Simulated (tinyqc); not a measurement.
Inverse iteration on a symmetric matrix, step by step. One step of it, computed by the program tinyqc.

Problem. Step 2. solve (A - shift) w = v; v' = w/|w| with its largest component positive (the first on a tie); lambda = v'^T A v'.

A:
```
[[1.003000, -0.351000, 0.546000, -0.305000],
 [-0.351000, 1.404000, -0.119000, 0.423000],
 [0.546000, -0.119000, 1.409000, 0.296000],
 [-0.305000, 0.423000, 0.296000, 2.184000]]
```

vector after step 1: [-0.572231, 0.217486, 0.766527, -0.194133]

shift = 0.640000

Give: vector after step 2; Rayleigh quotient after step 2.

Solution.

vector after step 2: [0.8335, 0.2682, -0.4562, 0.1590]

Rayleigh quotient after step 2 = 0.5155
